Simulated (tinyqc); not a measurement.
Wannier-Stark ladder of a miniband: sweeps and comparisons. A value that a table varies takes the place of the one given here.

One state in each well j = -(Nw - 1)/2 ... (Nw - 1)/2: H_jj = j e F d, H_(j,j+1) = -W/4; 1 kV/cm = 0.01 meV/angstrom. In an infinite chain the levels are j e F d and the state of well 0 has amplitude J_j(x) in size on well j, x = W/(2 e F d).

Constants: hbar = 6.58211957e-16 eV s.

Parameters, chosen for this exercise (near those of a non-polar GaN/AlGaN superlattice; not measured data): W = 40 meV (miniband width); d = 42 angstrom (period); Nw = 11 (wells); Fs = (11, 15, 20, 29, 44, 75, 160) kV/cm (fields); G = 12 meV (hbar/tau); F = 23 kV/cm (field).

## Raising the field

Infinite-chain weights beside the middle spacing of the finite stack.

Results:
```
F (kV/cm)  e F d (meV)      x  J_0^2  J_1^2  J_2^2  middle spacing/(e F d)
11                4.62  4.329  0.127  0.033  0.074                  1.0882
15                6.30  3.175  0.098  0.074  0.235                  1.0112
20                8.40  2.381  0.000  0.275  0.183                  1.0011
29               12.18  1.642  0.186  0.329  0.072                  1.0000
44               18.48  1.082  0.530  0.217  0.018                  1.0000
75               31.50  0.635  0.813  0.091  0.002                  1.0000
1.6e+02          67.20  0.298  0.956  0.022  0.000                  1.0000
```

What does this show?

J_0 vanishes at x = 2.405, F = 19.8 kV/cm, where the line at j = 0 disappears; J_0^2 overtakes J_1^2 for good at x = 1.435, F = 33.2 kV/cm, and reaches 0.96 in the last row. The 11 wells reproduce the middle spacing of the even ladder to 1 % from 20 kV/cm on, where the swing W/(e F d) = 2x is 4.8 periods. The lines are seen apart only where e F d exceeds their width, usually a few meV.

## Drift velocity with scattering

Esaki-Tsu: v = v0 y/(1 + y^2), y = e F d/G, v0 = W d/(2 hbar), at zero temperature; 1 angstrom/s = 1e-8 cm/s, 1 kV/cm = 0.01 meV/angstrom. The last column is dv/dF in cm^2/(V s).

Results:
```
y    F (kV/cm)  v (1e6 cm/s)  dv/dF
0.1       2.86          1.26    433
0.3       8.57          3.51    342
0.6      17.14          5.63    155
1.0      28.57          6.38      0
1.5      42.86          5.89    -53
2.5      71.43          4.40    -45
4.0     114.29          3.00    -23
```

v0 = 12.76 x 1e6 cm/s
field at y = 1 = 28.57 kV/cm

What does this show?

The velocity peaks at v0/2 = 6.38 x 1e6 cm/s at 28.57 kV/cm and then falls: negative differential velocity, steepest at y = sqrt3 with -v0/(8 Fc) = -56 cm^2/(V s). The low-field mobility is v0/Fc = 447 cm^2/(V s). At the peak the swing is W/G = 3.3 periods, too few for the semiclassical picture to be safe.

## What each parameter does

e F d, x, J_0(x)^2 and the lowest level of the finite stack. Each row changes one parameter from the base and keeps the others.

Results:
```
case             e F d (meV)      x  J_0^2  lowest level (meV)
base                    9.66  2.070  0.034              -55.92
W = 50 meV              9.66  2.588  0.008              -59.12
d = 50 angstrom        11.50  1.739  0.141              -64.32
F = 16.1 kV/cm          6.76  2.958  0.060              -43.08
Nw = 13                 9.66  2.070  0.034              -65.58
```

How do the results move?

The largest shifts from the base row, up to three for each result and ties (the steps differ in size, so this ranks the rows, not the parameters). e F d (meV): F -2.90, d +1.84; unchanged at the printed digits by W and Nw. x: F +0.887, W +0.518, d -0.331; unchanged at the printed digits by Nw. J_0^2: d +0.107, F +0.027, W -0.025; unchanged at the printed digits by Nw. lowest level (meV): F +12.84, Nw -9.66, d -8.40.

(tinyqc, `OMP_NUM_THREADS=1 python tinyqc.py 1280689 1280690 out.jsonl`, Intel(R) Xeon(R) Processor @ 2.30GHz, 1 thread, shared host, about 0.01 s.)
